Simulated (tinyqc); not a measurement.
Gate-all-around wire with two subbands, quantum capacitance: two steps of the calculation.

phi is the Fermi level above the lowest subband edge, in volts; Vg is counted from the gate voltage at which an empty wire would have phi = 0. Both directions of motion are filled (equilibrium).

Inputs (values chosen for the exercise): temperature T = 77 K; relative permittivity of the gate insulator (close to silicon dioxide) eox = 3.9; insulator thickness tox = 2.1 nm; mass along the wire md = 0.025 m0; valley degeneracy gv = 1; second subband above the first E2 = 0.19 eV; orbital degeneracy of the second subband g2 = 2; radius of the wire rw = 2.5 nm; gate voltage Vg = 1.15 V.

Constants: q = 1.602176634e-19 C, kB = 1.380649e-23 J/K, hbar = 1.054571817e-34 J s, m0 = 9.1093837015e-31 kg, Vt = kB T/q, eps0 = 8.8541878128e-14 F/cm where lengths are in cm. Results are converted to the units shown.

Problem 1. Gate capacitance. Cox = 2 pi eps0 eox/ln(1 + tox/rw) per length.

Wanted: Cox.

Solution 1.

Cox = 3.5582 pF/cm

Problem 2. New phi. N1 = gv sqrt(2 md m0 kB T/(pi hbar^2)); n1 = N1 F(phi/Vt), n2 = g2 N1 F((phi - E2)/Vt), n = n1 + n2, F(e) = (1/sqrt(pi)) int_0^infinity u^(-1/2) du/(1 + exp(u - e)); Cq = q dn/dphi = (q N1/Vt) [F'(phi/Vt) + g2 F'((phi - E2)/Vt)]. Substitution: phi(new) = Vg - q (n)/Cox.

phi after iteration 1 = 0.44597785 V
Cox = 3.5581996 pF/cm

Wanted: n1; n2; phi after iteration 2.

Solution 2.

n1 = 3.4435e6 cm^-1
n2 = 5.2167e6 cm^-1
phi after iteration 2 = 0.76005 V

Program tinyqc, `OMP_NUM_THREADS=1 python tinyqc.py 2200004 2200005 out.jsonl`; Intel Xeon 2.30GHz, shared host, one thread, about 0.01 s.
